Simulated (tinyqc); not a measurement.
From results back to parameters: effective work function and flat-band voltage of a metal/high-k/SiO2/Si stack with a dipole layer. Three cases, with inputs chosen for the exercise.

Problem. Three stacks with (t1, t2) = (8, 20), (30, 20) and (8, 60) angstrom have the flat-band voltages below. VFB = W0 - (chi + dEF) - 4 pi e2 [Q1 EOT + Q2 x2]/3.9 with x2 = t2 3.9/eps2, EOT = t1 + x2, e2 = e^2/4 pi eps0, 1 cm^-2 = 1e-16 angstrom^-2; W0 is the work function with the dipole step.

Constants: e^2/(4 pi eps0) = 14.39964547 eV angstrom.

Find: Q1; Q2; W0.

Method. The first two stacks differ in t1 alone and give Q1; the first and third give Q1 + Q2; W0 follows from any of them.

Case 1.

Values chosen (out of a larger set: a stack on Si capped with an aluminium-like oxide; not measured data): chi = 4.057 eV (electron affinity of the channel); dEF = 0.122 eV (Ec - EF in the channel); eps = (3.9, 25.8) (their dielectric constants).

VFB (V): 0.2407943  0.1969020  0.2595908

Solution.

Q1 = 4.3e+11 e/cm^2
Q2 = -1.1e+12 e/cm^2
W0 = 4.426 eV

Case 2.

Values chosen (out of a larger set: a stack on Si capped with a titanium-like oxide; not measured data): chi = 4.05 eV (electron affinity of the channel); dEF = 0.993 eV (Ec - EF in the channel); eps = (3.9, 21.9) (their dielectric constants).

VFB (V): 0.2422959  0.2356611  0.2348596

Solution.

Q1 = 6.5e+10 e/cm^2
Q2 = 1.6e+11 e/cm^2
W0 = 5.291 eV

Case 3.

Values chosen (out of a larger set: a stack on Si capped with an aluminium-like oxide; not measured data): chi = 4.053 eV (electron affinity of the channel); dEF = 0.295 eV (Ec - EF in the channel); eps = (3.9, 27.3) (their dielectric constants).

VFB (V): 0.2776102  0.2949629  0.2850338

Solution.

Q1 = -1.7e+11 e/cm^2
Q2 = -1.1e+11 e/cm^2
W0 = 4.616 eV

Computed by tinyqc, one run a case: `OMP_NUM_THREADS=1 python tinyqc.py N N+1 out.jsonl` with N = 1880002, 1880004, 1880014; one thread of a shared Intel(R) Xeon(R) Processor @ 2.30GHz, about 0.01 s a run at most.
